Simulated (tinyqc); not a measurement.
Capacitance measurement on a leaky thin oxide: effects of series resistance and leakage: one step of the calculation.

The device is a capacitance C in parallel with a leakage conductance G, in series with Rs and Ls. An impedance meter reports either a parallel pair (Cp, Gp) from Y = 1/Z = Gp + i w Cp or a series pair (Cs, Rm) from Z = Rm + 1/(i w Cs); w = 2 pi f, dissipation D = Gp/(w |Cp|).

Task. True capacitance and conductance. EOT = 3.9 tox/eox; CET = EOT + zc + zp; C = 3.9 eps0 A/CET; G = Jg A/Vs.

Values chosen for this exercise; values of the order met in thin-oxide MOS capacitors:

| symbol | value | unit | meaning |
|---|---|---|---|
| eox | 3.9 |  | relative permittivity of the gate insulator (close to silicon dioxide) |
| tox | 1.9 | nm | insulator thickness |
| A | 100 | um^2 | gate area |
| zc | 0.44 | nm | oxide-equivalent thickness added by the accumulation layer |
| zp | 0.34 | nm | oxide-equivalent thickness added by gate depletion |
| Jg | 0.00034 | A/cm^2 | gate leakage current density, not matched to the thickness |
| Vs | 0.4 | V | voltage for an e-fold rise of the leakage |

Constants: eps0 = 8.8541878128e-14 F/cm where lengths are in cm. Results are converted to the units shown.

Find: EOT; CET; C; G.

Result.

EOT = 1.9000 nm
CET = 2.6800 nm
C = 1.2885 pF
G = 8.5000e-4 uS

tinyqc, about 0.01 s, one thread, Intel Xeon 2.30GHz (shared host): `OMP_NUM_THREADS=1 python tinyqc.py 2022071 2022072 out.jsonl`
